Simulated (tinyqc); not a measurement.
Width of the well: finite square well with mass mismatch (envelope functions).

A square well of width L and depth V0, mass mw inside and mb outside, energies from the bottom of the well, c = hbar^2/2m0. k = sqrt(mw E/c), kappa = sqrt(mb (V0 - E)/c). psi and psi'/m are continuous at the walls (BenDaniel-Duke), so level n solves k L + 2 atan[(k/mw)/(kappa/mb)] = n pi.

Constants: hbar^2/2m0 = 3.80998211 eV angstrom^2.

Parameters, chosen for this exercise (near those of a strained Si well in SiGe; not measured data):

| symbol | value | unit | meaning |
|---|---|---|---|
| V0 | 0.185 | eV | barrier height |
| mw | 0.916 | m0 | mass in the well |
| mb | 0.973 | m0 | mass in the barrier |
| Ls | (8, 12, 18, 27, 40, 61, 91) | angstrom | widths |

Levels against L, beside the infinite well E1(hard) = c (pi/L)^2/mw; Pb is the probability of level 1 in the barriers; a dash marks an unbound level.

Levels:

| L (angstrom) | bound levels | E1 (eV) | E2 (eV) | E1(hard) (eV) | Pb |
|---|---|---|---|---|---|
| 8 | 1 | 0.1130 | - | 0.6414 | 0.399 |
| 12 | 1 | 0.0806 | - | 0.2851 | 0.224 |
| 18 | 2 | 0.0515 | 0.1721 | 0.1267 | 0.107 |
| 27 | 2 | 0.0299 | 0.1133 | 0.0563 | 0.046 |
| 40 | 3 | 0.0165 | 0.0647 | 0.0257 | 0.018 |
| 61 | 5 | 0.0082 | 0.0325 | 0.0110 | 0.006 |
| 91 | 7 | 0.0040 | 0.0161 | 0.0050 | 0.002 |

The infinite well overestimates E1 by a factor 5.68 at 8 angstrom and 1.23 at 91 angstrom. The local exponent d ln E1/d ln L goes from -0.83 (first two rows) to -1.76 (last two), towards the -2 of hard walls, as Pb falls from 0.399 to 0.002. E2 - E1 is largest at 18 angstrom of the widths listed.

tinyqc: `OMP_NUM_THREADS=1 python tinyqc.py 1280366 1280367 out.jsonl`; about 0.01 s, one thread, shared Intel(R) Xeon(R) Processor @ 2.30GHz.
